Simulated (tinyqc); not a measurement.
Worked calculation: inversion layer as a triangular well, valleys of the Si type. Values are carried at full precision from step to step, so a last printed digit may differ when a step is redone from the rounded ones.

Six ellipsoidal valleys with their long axes along the cube axes, mass ml along the axis and mt across it. For a valley whose axis makes the angle theta with the surface normal, 1/m_z = cos^2(theta)/ml + sin^2(theta)/mt sets the confinement; in the plane the masses are m_1 = mt and m_2 = ml mt/m_z, and m_d = sqrt(m_1 m_2).

Constants: e^2/(4 pi eps0) = 14.39964547 eV angstrom; hbar^2/2m0 = 3.80998211 eV angstrom^2; kB = 8.617333262e-05 eV/K.

Values chosen for the exercise (near those of Si; the results hold for these values, not for the real material):
- ml = 0.906 m0 (longitudinal mass)
- mt = 0.188 m0 (transverse mass)
- face = 110 (surface)
- eps = 11.7 (dielectric constant)
- Ns = 2 x 1e12/cm^2 (electron sheet density)
- Nd = 1.5 x 1e12/cm^2 (depletion charge)
- eta = 0.75 (share of Ns in the effective field)
- T = 400 K (temperature)
- tox = 11 angstrom (SiO2-equivalent oxide thickness)

## Valley masses on the (110) face

Group the valleys by their angle to the normal, heaviest m_z first.

Valleys (masses in m0):
```
valleys g  cos^2(theta)     m_z     m_1     m_2     m_d
4                0.5000  0.3114  0.1880  0.5470  0.3207
2                0.0000  0.1880  0.1880  0.9060  0.4127
```

The 4 valleys with the heaviest m_z will give the lowest ladder of subbands.

## Effective field

The field is taken as constant, e F = 4 pi (e^2/4 pi eps0)(Nd + eta Ns)/eps, with 1e12/cm^2 = 1e-4/angstrom^2, and the oxide as a hard wall at z = 0; c = hbar^2/2m0.

Find e F, and F in MV/cm (1 MV/cm = 0.01 V/angstrom).

e F = 0.00463978 eV/angstrom
F = 0.4640 MV/cm

## Subband ladders

Level j of a valley lies at E_j = a_j (c (e F)^2/m_z)^(1/3) above the band edge at the surface, with the Airy zeros a_j = 2.338107, 4.087949, 5.520560, 6.786708, 7.944134, 9.022651, 10.040174, 11.008524, 11.936016, 12.828777, and has <z> = 2 E_j/(3 e F).

The ten lowest levels of all groups of valleys together, j = 0, 1, ..., c = hbar^2/2m0; primes mark the groups with lighter m_z.

Subbands:
```
label  valleys g  m_d (m0)  E (eV)  <z> (angstrom)
0              4    0.3207  0.1499           21.54
0'             2    0.4127  0.1773           25.48
1              4    0.3207  0.2620           37.65
1'             2    0.4127  0.3100           44.55
2              4    0.3207  0.3539           50.85
2'             2    0.4127  0.4187           60.16
3              4    0.3207  0.4350           62.51
4              4    0.3207  0.5092           73.17
3'             2    0.4127  0.5147           73.96
5              4    0.3207  0.5784           83.10
```

The second subband is 0', 27.5 meV above the first. Levels above about 0.5 eV lie beyond parabolic valleys.

## Fermi level and populations

Subband i holds n_i = g m_d/(2 pi c) kB T ln(1 + exp((EF - E_i)/kB T)) (spin included), and EF is fixed by sum n_i = Ns over the levels listed or, where none are listed, over j = 0 to 9 of each group; 1e12/cm^2 = 1e-4/angstrom^2.

Solve for EF; c = hbar^2/2m0. The mean distance is sum n_i <z>_i/Ns.

EF = 0.0644 eV

Populations:
```
label  (EF - E)/kB T  n (1e12/cm^2)  share (%)
0              -2.48          1.485       74.3
0'             -3.28          0.441       22.0
1              -5.73          0.060        3.0
1'             -7.13          0.010        0.5
2              -8.40          0.004        0.2
2'            -10.28          0.000        0.0
3             -10.75          0.000        0.0
4             -12.91          0.000        0.0
3'            -13.06          0.000        0.0
5             -14.91          0.000        0.0
```

mean distance from the surface = 23.07 angstrom

The lowest subband holds 74.3 % of the electrons and is partly degenerate (EF within a few kB T of its edge).

## Effect on the gate capacitance

The charge sits at the mean distance <z> from the surface, which adds (3.9/eps) <z> to the oxide thickness; C/Cox = tox/(tox + 3.9 <z>/eps). The density-of-states term is left out.

added thickness = 7.69 angstrom
C/Cox = 0.589

## Checks

- Lowest level by finite differences against the Airy formula, eV: both 0.1499.

tinyqc: `OMP_NUM_THREADS=1 python tinyqc.py 1251702 1251703 out.jsonl`; about 0.04 s, one thread, shared Intel(R) Xeon(R) Processor @ 2.30GHz.
